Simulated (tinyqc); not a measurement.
Inside a calculation: two-band massive Dirac model of the K valleys. Values are carried at full precision from step to step, so a last printed digit may differ when a step is redone from the rounded ones.

Basis (conduction, valence): H = [[D/2, a t (tau kx - i ky)], [a t (tau kx + i ky), -D/2 + lam tau sz]], valley tau = +/-1, spin sz = +/-1. The gap of a spin and valley is G = D - lam tau sz. Berry curvature Omega = curl of i<u|grad u>; for the conduction band Omega_c = -tau 2 a^2 t^2 G/(G^2 + 4 a^2 t^2 k^2)^(3/2), and Omega_v = -Omega_c.

Constants: hbar^2/2m0 = 3.80998211 eV angstrom^2.

Parameters, chosen for this exercise (near those used for monolayer MoS2; shifted at random, so the results belong to these values and not to a real crystal):
- a = 3.191 angstrom (lattice constant)
- D = 1.55 eV (gap parameter)
- t = 1.13 eV (effective hopping)
- lam = 0.072 eV (half the valence spin splitting)
- tau = 1 (valley)
- sz = 1 (spin)
- k = (-0.009, 0.02) 1/angstrom (wave vector from the valley)
- h = 0.02 1/angstrom (side of the plaquette)

## Band edges of the four flavours

At k = 0: Ec = D/2, Ev = -D/2 + lam tau sz; mass m/m0 = c G/(a t)^2 for both bands, c = hbar^2/2m0; Omega_c(0) = -2 tau a^2 t^2/G^2.

Edges:
```
tau  sz  Ec (eV)  Ev (eV)  G (eV)  mass (m0)  Omega_c (angstrom^2)
1     1   0.7750  -0.7030  1.4780     0.4331               -11.904
1    -1   0.7750  -0.8470  1.6220     0.4753                -9.884
-1    1   0.7750  -0.8470  1.6220     0.4753                 9.884
-1   -1   0.7750  -0.7030  1.4780     0.4331                11.904
```

The top of the valence band has spin up at tau = +1 and spin down at tau = -1: spin and valley are locked, with 144 meV between the two valence bands (A and B transitions at 1.478 and 1.622 eV, without exciton binding).

## H at one k

Fill in the matrix and diagonalise: E = lam tau sz/2 -/+ sqrt(G^2/4 + a^2 t^2 k^2).

H (eV), rows c, v and columns alike:
```
[[0.7750, -0.0325-0.0721i],
 [-0.0325+0.0721i, -0.7030]]
```

levels (eV): [-0.7072, 0.7792]

cos(theta) = G/(E+ - E-) = 0.9943

## Curvature, orbital moment and circular dichroism

Omega_c from the formula; orbital moment of both bands m = -tau (a t)^2 G/(c (G^2 + 4 a^2 t^2 k^2)) in Bohr magnetons (charge -e), c = hbar^2/2m0; interband strengths |P+/-|^2 proportional to (1 +/- tau cos(theta))^2 for P+/- = Px +/- i Py, and eta = (|P+|^2 - |P-|^2)/(|P+|^2 + |P-|^2) = 2 tau cos(theta)/(1 + cos^2(theta)).

Omega_c = -11.702 angstrom^2
orbital moment = -2.283 muB
eta = 1.0000

All three change sign with the valley. The selection rule, exact at k = 0, still holds to 100.0 % here.

## The curvature from a plaquette

Corners counter-clockwise around k, from (-h/2, -h/2); upper eigenvector u with its first component real and positive; Omega = -(sum of arg <u_j|u_(j+1)>)/h^2.

Corners:
```
j       kx      ky      u_c                u_v  arg <u_j|u_j+1> (rad)
1  -0.0190  0.0100  0.99864  -0.04616+0.02430i              -0.001186
2   0.0010  0.0100  0.99970   0.00244+0.02437i               0.000118
3   0.0010  0.0300  0.99736   0.00242+0.07261i               0.003508
4  -0.0190  0.0300  0.99632  -0.04584+0.07238i               0.002230
```

Omega_c from the plaquette = -11.676 angstrom^2

The formula at the centre gives -11.702; the plaquette averages over its area.

## Checks

- Curvature formula against a plaquette of side 1e-4: both -11.702.
- Eta against the matrix elements of dH/dkx +/- i dH/dky: both 0.99998.

Program tinyqc; command `OMP_NUM_THREADS=1 python tinyqc.py 1450503 1450504 out.jsonl`; about 0.01 s on one thread of a shared Intel(R) Xeon(R) Processor @ 2.30GHz.
